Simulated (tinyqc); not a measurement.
Worked calculation: two-valley model of the transferred-electron effect. Computed by tinyqc, a small Python program that keeps every step. Command: `OMP_NUM_THREADS=1 python tinyqc.py 3025776 3025777 out.jsonl gunn walk`. One thread of a shared host (Intel(R) Xeon(R) Processor @ 2.30GHz), about 0.01 s of CPU time with the checks. Intermediate numbers are printed to about 6 digits and carried at full precision; extremes and crossings named in words are read from the listed rows.

Both kinds of valley share one electron temperature T_e, and each has a constant mobility.

Inputs (values chosen for the exercise, modelled on GaAs):
```
quantity,value,unit
central-valley mass m1,0.066,m_0
satellite-valley mass m2,0.22,m_0
satellite valleys Z,4,-
valley separation dE,0.32,eV
central-valley mobility mu1,8400,cm^2/(V s)
satellite-valley mobility mu2,190,cm^2/(V s)
energy relaxation time tau_E,1.2,ps
lattice temperature T,150,K
electric field F,6.8,kV/cm
iteration cap,600,-
doping n,1.2e+15,1/cm^3
device length L,9.3,micrometre
permittivity eps,12.9,-
```

Solver: bisection.

Constants: k_B = 8.617333262e-05 eV/K; eps_0 = 8.8541878128e-12 F/m; e = 1.602176634e-19 C.

## Equilibrium

Density-of-states ratio R = Z (m2/m1)^(3/2); n2/n1 = R exp(-dE/(k_B T_e)); mean mobility mu = (mu1 + mu2 n2/n1)/(1 + n2/n1); energy balance e mu F^2 = (3/2) k_B (T_e - T)/tau_E; v = mu F.

R = 24.3432

n2/n1 without field = 4.31371e-10

low-field mobility = 8400.00 cm^2/(V s)

dE is 24.8 k_B T, so the satellites are empty without field.

## Electron temperature

Bisection on h(T_e) = T_out(T_e) - T_e between T and T_out(T), with T_out = T + (2/3) e mu(T_e) F^2 tau_E/k_B; stop when the bracket is below 1e-6 K.

Course of the iteration:
```
iteration,T_e (K),mu (cm^2/(V s)),bracket (K)
1,1952.95,1961.04,1.80295e+03
2,1051.48,4985.00,9.01476e+02
3,1502.21,2877.40,4.50738e+02
4,1276.85,3716.07,2.25369e+02
5,1389.53,3251.49,1.12685e+02
6,1445.87,3054.34,5.63423e+01
7,1474.04,2963.49,2.81711e+01
...,...,...,...
26,1452.20,3033.50,5.37322e-05
27,1452.20,3033.50,2.68661e-05
28,1452.20,3033.50,1.34330e-05
29,1452.20,3033.50,6.71652e-06
30,1452.20,3033.50,3.35826e-06
31,1452.20,3033.50,1.67913e-06
32,1452.20,3033.50,8.39565e-07
```

electron temperature T_e = 1452.20 K

Converged in 32 iterations.

## Velocity

The formulas are those given above.

share in the satellites = 65.3654 %

mean mobility = 3033.50 cm^2/(V s)

drift velocity = 2.06278 1e7 cm/s

## Peak, valley and negative differential mobility

Using T_e as the parameter, F(T_e) = sqrt(3 k_B (T_e - T)/(2 e mu tau_E)) and v = mu F; find the first maximum and the next minimum of v, and the most negative dv/dF between them.

threshold field = 3.77823 kV/cm

peak velocity = 2.21813 1e7 cm/s

T_e at the threshold = 928.024 K

field of the velocity minimum = 13.6438 kV/cm

valley velocity = 1.91596 1e7 cm/s

peak-to-valley ratio = 1.15772

most negative differential mobility = -616.614 cm^2/(V s)

At the threshold k_B T_e is dE/4.0. The field of this run lies in the region of negative slope.

## Does a domain form?

Space charge grows at the rate n e |mu_d|/(eps eps_0) during the transit time L/v, with v the valley velocity; Kroemer's criterion asks n L > eps eps_0 v/(e |mu_d|). Transit frequency v/L.

critical n L = 2.21513e+11 1/cm^2

n L of the device = 1.11600e+12 1/cm^2

transit frequency = 20.6017 GHz

n L is 5.04 times the critical product: a domain can mature if the bias field lies in the region of negative slope.

## Velocity against field

The formulas are those given above.

The curve:
```
F (kV/cm),T_e (K),share in the satellites (%),v (1e7 cm/s),low-field line (1e7 cm/s)
0.68,186.1,5.23050e-06,0.57120,0.5712
1.70,375.1,1.22008e-01,1.42630,1.4280
3.40,846.6,2.32531e+01,2.20691,2.8560
4.80,1121.2,4.70091e+01,2.17946,4.0320
6.80,1452.2,6.53654e+01,2.06278,5.7120
9.50,1880.3,7.71596e+01,1.96193,7.9800
14.00,2640.5,8.56427e+01,1.91623,11.7600
20.00,3833.1,9.02336e+01,1.98363,16.8000
34.00,7689.3,9.37574e+01,2.38855,28.5600
68.00,24394.8,9.54350e+01,3.84054,57.1200
```

v falls between 3.4 and 14 kV/cm, while the share in the slow valleys goes from 23 to 86 %: transfer outruns the rise of the field. With constant mobilities n2/n1 tends to R and v ends on the line (mu1 + R mu2) F/(1 + R), a mobility of 514; real satellites saturate instead. Rows with T_e above 3000 K lie outside the range of a Maxwellian in parabolic valleys.

Checks made by the program: field recovered from T_e by the energy balance (relative difference 4e-10).
